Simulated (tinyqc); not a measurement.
Vibrations of a mass or spring defect in a linear chain: one step, computed by the program tinyqc. Command: `OMP_NUM_THREADS=1 python tinyqc.py 3010590 3010591 out.jsonl localmode walk`. One thread of a shared host (Intel(R) Xeon(R) Processor @ 2.30GHz), about 0.01 s of CPU time with the checks.

A ring of N atoms with nearest-neighbour springs k and motion along the chain. Atom 1 is the defect, of mass M', and its two springs are k'. Odd sites are A (the defect replaces an A atom), even sites B.

Problem. Frequencies of the ring. Diagonalise D and leave out the zero eigenvalue of the uniform shift. nu = 15.6333042 THz x sqrt(lambda), lambda in eV/(angstrom^2 u).

Host: diatomic.

D (eV/(angstrom^2 u)):
```
             1           2           3           4           5           6           7           8
1    0.0301987  -0.0196676   0.0000000   0.0000000   0.0000000   0.0000000   0.0000000   0.0000000
2   -0.0196676   0.0426966  -0.0308933   0.0000000   0.0000000   0.0000000   0.0000000   0.0000000
3    0.0000000  -0.0308933   0.1117647  -0.0308933   0.0000000   0.0000000   0.0000000   0.0000000
4    0.0000000   0.0000000  -0.0308933   0.0341573  -0.0308933   0.0000000   0.0000000   0.0000000
5    0.0000000   0.0000000   0.0000000  -0.0308933   0.1117647  -0.0308933   0.0000000   0.0000000
6    0.0000000   0.0000000   0.0000000   0.0000000  -0.0308933   0.0341573  -0.0308933   0.0000000
7    0.0000000   0.0000000   0.0000000   0.0000000   0.0000000  -0.0308933   0.1117647  -0.0308933
8    0.0000000   0.0000000   0.0000000   0.0000000   0.0000000   0.0000000  -0.0308933   0.0341573
9    0.0000000   0.0000000   0.0000000   0.0000000   0.0000000   0.0000000   0.0000000  -0.0308933
10  -0.0196676   0.0000000   0.0000000   0.0000000   0.0000000   0.0000000   0.0000000   0.0000000

             9          10
1    0.0000000  -0.0196676
2    0.0000000   0.0000000
3    0.0000000   0.0000000
4    0.0000000   0.0000000
5    0.0000000   0.0000000
6    0.0000000   0.0000000
7    0.0000000   0.0000000
8   -0.0308933   0.0000000
9    0.1117647  -0.0308933
10  -0.0308933   0.0426966
```

Constants: nu for 1 eV/(angstrom^2 u) = 15.6333042 THz.

Give: nonzero frequencies.

Solution.

nonzero frequencies (THz): 1.338  1.649  2.603  2.965  3.783  5.337  5.581  5.781  5.926
